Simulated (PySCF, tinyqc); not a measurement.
Inside a calculation. Method: CCD on RHF in the sto-3g basis, for H3-, spin multiplicity 1. The basis has no diffuse functions, so it cannot describe the extra electron: this is an exercise in the method, not the real anion. The lowest restricted solution is unstable here: a spin-polarised one lies 0.0453 hartree lower (PySCF). One step of it, computed by the program tinyqc.

Question. CCD: starting amplitudes. t_ij^ab = <ij||ab> / (e_i + e_j - e_a - e_b), whose energy is MP2.

orbital energies (hartree): MO1 -0.226936, MO2 0.645004, MO3 1.139026

Two-electron integrals over orbitals (pq|rs), unique and non-zero (hartree):
```
(11|11) 0.642149    (21|11) -0.000053   (21|21) 0.134105    (22|11) 0.602258
(22|21) 0.000135    (22|22) 0.681528    (31|11) 0.028112    (31|21) 0.000015
(31|22) -0.079941   (31|31) 0.150460    (32|11) 0.000022    (32|21) -0.092302
(32|22) -0.000057   (32|31) -0.000095   (32|32) 0.084541    (33|11) 0.630209
(33|21) -0.000116   (33|22) 0.567865    (33|31) 0.072879    (33|32) 0.000047
(33|33) 0.671614
```

Give: Starting amplitudes; correlation energy.

Answer.

Starting amplitudes (spin orbitals 1a, 1b, ...; amplitudes related by a flip of all spins are not repeated):

| from | to | t |
|---|---|---|
| 2a 2b | 3a 3b | -0.0856 |
| 1a 1b | 3a 3b | -0.0551 |
| 1a 2b | 3a 3b | 5.12e-05 |

correlation energy = -0.015520 hartree
